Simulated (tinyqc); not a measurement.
Mass from the capacitance plateau.

Problem. Once one two-dimensional band is degenerate, Cq = q gv md m0 q/(pi hbar^2) and 1/C_G = 1/Cox + 1/Cq (no traps). Find Cq, md and the oxide-equivalent thickness 3.9 eps0/Cq that it adds.

Parameters, values chosen for the exercise:
```
symbol,value,unit,meaning
gv,2,,valley degeneracy
```

Constants: q = 1.602176634e-19 C, hbar = 1.054571817e-34 J s, m0 = 9.1093837015e-31 kg, eps0 = 8.8541878128e-14 F/cm where lengths are in cm. Results are converted to the units shown.

C_G on the plateau = 0.67333898 uF/cm^2
Cox = 0.69116874 uF/cm^2

Answer. Removing Cox from the series leaves Cq, which is proportional to gv md.

Cq = 26.10 uF/cm^2
md = 0.1950 m0
added thickness = 0.1323 nm

Program tinyqc, `OMP_NUM_THREADS=1 python tinyqc.py 2200139 2200140 out.jsonl`; Intel Xeon 2.30GHz, shared host, one thread, about 0.01 s.
